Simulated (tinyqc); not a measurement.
Bulk resistivity and mean free path from two films.

Inverse problem. In the thick-film limit single-crystal films obey rho = rho0 (1 + 3 (1 - ps) lam/(8 d)). Find rho0, lam and the product rho0 lam.

Inputs (values chosen for the exercise):
```
symbol,value,unit,meaning
ps,0,,specular share of surface scattering
```

rho at d = 25 and 110 nm (uohm cm): [7.4952600, 6.6180136]

Solution. rho is a straight line in 1/d: the intercept is rho0 and the slope (3/8)(1 - ps) rho0 lam. Without ps only the product (1 - ps) lam could be found.

rho0 = 6.36 uohm cm
lam = 11.9 nm
rho0 lam = 75.7 uohm cm nm

tinyqc, about 0.01 s, one thread, Intel Xeon 2.30GHz (shared host): `OMP_NUM_THREADS=1 python tinyqc.py 2100044 2100045 out.jsonl`
